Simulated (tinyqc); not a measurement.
As the film thickens, and with more bath resistance: electroplating on a thin resistive seed layer: kinetics, Wagner number and the terminal effect across a wafer. Computed by tinyqc, a small Python program. Command: `OMP_NUM_THREADS=1 python tinyqc.py 3120397 3120398 out.jsonl terminal walk`. One thread of a shared host (Intel(R) Xeon(R) Processor @ 2.30GHz), about 0.02 s of CPU time with the checks.

Current enters the seed at the rim. The bath is treated as a local resistance per area (no lateral flow in the liquid), two electrons per ion, molar volume 7.11 cm^3/mol, Faraday constant F = e N_A, kinematic viscosity 0.01 cm^2/s, omega = 2 pi x rpm/60; k_B T/e is in volts.

Inputs (values chosen for the exercise, of the order of those for copper plating on a thin cobalt or ruthenium seed):
```
quantity                               value         unit
wafer radius R                            15           cm
seed thickness t                          65           nm
seed resistivity                          12  microohm cm
bath conductivity kappa                 0.38         S/cm
gap to the anode h                        12           cm
extra resistance of a porous plate         0     ohm cm^2
exchange current density i_0            0.27      mA/cm^2
cathodic transfer coefficient alpha     0.78            -
mean current density                      15      mA/cm^2
diffusivity of the metal ion         6.5e-06       cm^2/s
metal ion concentration                 0.41        mol/L
rotation rate                             30          rpm
temperature T                            298            K
```

Constants: e = 1.602176634e-19 C; N_A = 6.02214076e+23 1/mol; k_B = 8.617333262e-05 eV/K.

Method:
- Growth rate = i V_m/(2 F). Levich limit i_L = 0.62 x 2 F D^(2/3) omega^(1/2) nu^(-1/6) c. Tafel overpotential eta = (k_B T/(alpha e)) ln(i/i_0); kinetic resistance k_B T/(alpha e i); bath resistance h/kappa + plate; R_s = resistivity/t; Wagner number = kinetic resistance x kappa/R.
- Full model: seed potential phi(r) with (1/r)(r phi')' = R_s i, where i solves phi = R_b i + (k_B T/(alpha e)) ln(i/i_0) (phi being the driving voltage left at r); phi'(0) = 0 and phi'(R) = R_s i_mean R/2. Solved by collocation to a tolerance of 1e-7.
- The film is taken as uniform, with the seed resistivity; the last column adds 100 ohm cm^2 to R_b. Extra power of that plate = i^2 x 100 ohm cm^2 x area.

sheet resistance R_s = 1.84615 ohm/square

bath resistance R_b = 31.5789 ohm cm^2

Edge over centre:
```
thickness (nm)  R_s (ohm/square)  as given  with 100 ohm cm^2 more
65.0                      1.8462    7.0963                  1.9397
97.5                      1.2308    4.2935                  1.5882
130.0                     0.9231    3.2090                  1.4274
195.0                     0.6154    2.3111                  1.2760
325.0                     0.3692    1.7145                  1.1614
650.0                     0.1846    1.3317                  1.0791
1300.0                    0.0923    1.1597                  1.0392
```

extra power = 15.904 W

What does the comparison show, and why?

The ratio falls below 1.1 in none of these rows as given, and from 650 nm on with the added resistance: what counts is R_s R^2 against the sum of kinetic and bath resistance.
